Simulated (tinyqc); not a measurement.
# Worked calculation: trench capacitor in an array: capacitance, non-linearity, leakage and relaxation

Computed by the program tinyqc: `OMP_NUM_THREADS=1 python tinyqc.py 2102193 2102194 out.jsonl`, one thread of a shared Intel Xeon 2.30GHz, about 0.01 s for the whole run. Printed values are rounded.

A film between two metal electrodes, each interface adding a series capacitance ci. The small-signal permittivity is ek (1 + aq E^2); the field is found with the linear permittivity. Leakage J = J0 sinh(E/Ef). After a voltage step the film passes a relaxation current kr C V tt^(-nr), tt being the time in seconds. The sidewall is a coaxial capacitor with radii a = dm/2 - t and b = dm/2, depth AR dm; the end face is left out.

Parameters, values chosen for the exercise; permittivity of the order of that of aluminium oxide:
- ek = 8.47 (relative permittivity of the film)
- t = 4.1 nm (film thickness)
- ci = 290 uF/cm^2 (capacitance of each electrode interface (dead layer and screening))
- aq = 0.0039 cm^2/MV^2 (quadratic field coefficient of the permittivity)
- V = 0.8 V (bias)
- J0 = 1.2e-10 A/cm^2 (leakage prefactor)
- Ef = 0.28 MV/cm (field for an e-fold rise of the leakage)
- dm = 18 nm (diameter of the hole)
- AR = 20 (aspect ratio, depth over diameter)
- pt = 27 nm (pitch of the square array)
- rho = 150 uohm cm (resistivity of the inner electrode)

Constants: eps0 = 8.8541878128e-14 F/cm where lengths are in cm. Results are converted to the units shown.

## Planar capacitance, field and non-linearity

Planar film: Cf = eps0 ek/t, 1/C = 1/Cf + 2/ci, EOT = 3.9 eps0/C, effective permittivity C t/eps0, E = (V/t) C/Cf; quadratic coefficient [C(V)/C - 1]/V^2 with Cf (1 + aq E^2) in C(V).

Cf = 1.82915 uF/cm^2
C = 1.80636 uF/cm^2
EOT = 1.91165 nm
effective permittivity = 8.36448
E = 1.92691 MV/cm
quadratic coefficient = 22340.1 ppm/V^2
J = 5.84643e-8 A/cm^2

The interfaces take 1.25 % of the voltage.

## Cell capacitance, fields and time constant

Per length 1/c = ln(b/a)/(2 pi eps0 ek) + (1/a + 1/b)/(2 pi ci); cell capacitance c AR dm; per footprint over pt^2; fields c V/(2 pi eps0 ek r) at r = a and b; resistance of the inner electrode rho AR dm/(pi a^2); time constant R C/3 of the distributed line.

a = 4.9 nm
b = 9 nm
cell capacitance = 0.275318 fF
capacitance per footprint = 37.7666 uF/cm^2
field at a = 2.64981 MV/cm
field at b = 1.44267 MV/cm
R = 7.15899 kohm
R C/3 = 0.657000 ps

The array gives 20.9 times the planar capacitance per footprint; curvature makes the field at the inner electrode 1.38 times the planar value.
